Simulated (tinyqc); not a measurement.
From results back to parameters: exchange-split free-electron bands and tunnelling magnetoresistance. Two cases, with inputs chosen for the exercise.

Problem. The electron density n_up + n_dn and the polarisation of the density of states, P = (k_up - k_dn)/(k_up + k_dn), are given; EF and Dx are hidden.

Majority and minority bands E = c k^2/m -/+ Dx/2, c = hbar^2/2m0, so k_up = sqrt(m (EF + Dx/2)/c), k_dn = sqrt(m (EF - Dx/2)/c); n_s = k_s^3/(6 pi^2), D_s = m k_s/(4 pi^2 c).

Constants: hbar^2/2m0 = 3.80998211 eV angstrom^2.

Case 1.

Values chosen: m = 0.95 m0 (mass in the electrodes).
n = 0.0443188 1/angstrom^3
P = 0.566874

Case 2.

Values chosen: m = 0.8 m0 (mass in the electrodes).
n = 0.0150600 1/angstrom^3
P = 0.273904

Find: k_up, k_dn; EF; Dx.

Solution. k_dn/k_up = (1 - P)/(1 + P); n then fixes k_up; EF is the mean and Dx the difference of the two kinetic energies.

Case 1.

k_up, k_dn (1/angstrom): 1.3698  0.3786

EF = 4.05 eV
Dx = 6.95 eV

Case 2.

k_up, k_dn (1/angstrom): 0.9096  0.5184

EF = 2.61 eV
Dx = 2.66 eV

Computed by tinyqc, one run a case: `OMP_NUM_THREADS=1 python tinyqc.py N N+1 out.jsonl` with N = 1650037, 1650075; one thread of a shared Intel(R) Xeon(R) Processor @ 2.30GHz, about 0.01 s a run at most.
